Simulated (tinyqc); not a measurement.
Worked calculation: Stoner model of a band magnet at zero temperature. Computed by tinyqc, a small Python program that keeps every step. Command: `OMP_NUM_THREADS=1 python tinyqc.py 3018471 3018472 out.jsonl stoner walk`. One thread of a shared host (Intel(R) Xeon(R) Processor @ 2.30GHz), about 0.01 s of CPU time with the checks. Intermediate numbers are printed to about 6 digits and carried at full precision; extremes and crossings named in words are read from the listed rows.

Five orbitals per spin share one band; u = (E - E_bottom)/W runs from 0 to 1, and the states per spin, atom and energy are g = 5 d(u)/W with d = (3/2) sqrt(u). N(u) is the integral of d from 0. The moment m = n_up - n_down (electrons per atom) moves the fillings to n +/- m/10; the energy is E(m) = E_band(m) - I m^2/4.

Inputs (values chosen for the exercise, for a model d band):
```
quantity                    value  unit
band width W                  2.8    eV
filling n per spin orbital   0.27     -
Stoner parameter I          0.423    eV
field B                        10     T
start moment m0              0.42  mu_B
largest number of steps       600     -
```

Density of states: free-electron (square root).

Constants: mu_B = 5.7883818060e-05 eV/T.

## The paramagnetic state

Solve N(u_F) = n; g_F = 5 d(u_F)/W; the Stoner product is I g_F.

u_F = 0.417743

g_F = 1.73124 1/eV

Stoner product I g_F = 0.732315

I g_F < 1: the paramagnet is locally stable.

## Exchange-enhanced response

The susceptibility is enhanced by 1/(1 - I g_F), and a field B induces m = 2 mu_B B g_F/(1 - I g_F).

enhancement = 3.73574

induced moment = 0.00748724 mu_B

## Fixed-moment scan

For a moment m the Fermi levels of the two spins lie W [u(n + m/10) - u(n - m/10)] =: Delta apart; gbar = m/Delta is the mean density of states between them. A solution has I gbar = 1, is stable where gbar falls with m, or sits at saturation m_max = 10 min(n, 1 - n) if I gbar > 1 there. E_band(m) = 5 W [e(n + m/10) + e(n - m/10) - 2 e(n)], e = integral of u d(u) up to the Fermi level.

Against the moment:
```
m (mu_B)  Delta (eV)    I gbar  E(m) - E(0) (meV)
0.135        0.07799  0.732180              0.705
0.405        0.23433  0.731086              6.360
0.810        0.47111  0.727288             25.685
1.215        0.71327  0.720547             58.754
1.620        0.96510  0.710040            107.057
2.025        1.23442  0.693910            173.248
2.430        1.54233  0.666452            262.564
2.700        1.85675  0.615106            342.138
```

I gbar runs between 0.615 and 0.732; the energy falls with m where it exceeds 1 and rises where it is below. The lowest row is m = 0.14, and no row lies below the paramagnet.

## Self-consistent moment

Split the bands by Delta = I m, find the common Fermi level that keeps 10 n electrons, and read m(out) = 5 [N(u + Delta/(2W)) - N(u - Delta/(2W))], N clipped to 0 and 1. Start from m0 (at most 0.9 m_max, m_max = 10 min(n, 1 - n)); stop when m changes by less than 1e-8; moments under 1e-5 count as 0.

Iteration:
```
step  m in (mu_B)   Delta (eV)  m out (mu_B)
1     4.20000e-01  1.77660e-01   3.07276e-01
2     3.07276e-01  1.29978e-01   2.24907e-01
3     2.24907e-01  9.51357e-02   1.64658e-01
4     1.64658e-01  6.96502e-02   1.20563e-01
5     1.20563e-01  5.09983e-02   8.82835e-02
...           ...          ...           ...
50    9.83015e-08  4.15815e-08   7.19877e-08
51    7.19877e-08  3.04508e-08   5.27177e-08
52    5.27177e-08  2.22996e-08   3.86060e-08
53    3.86060e-08  1.63303e-08   2.82718e-08
54    2.82718e-08  1.19590e-08   2.07038e-08
```

moment m = 0 mu_B

last change of m = 7.56791e-09

The moment dies away, once small by the factor I g_F a step.

Checks made by the program: N(u_F) against quadrature of d (relative difference below 1e-10).
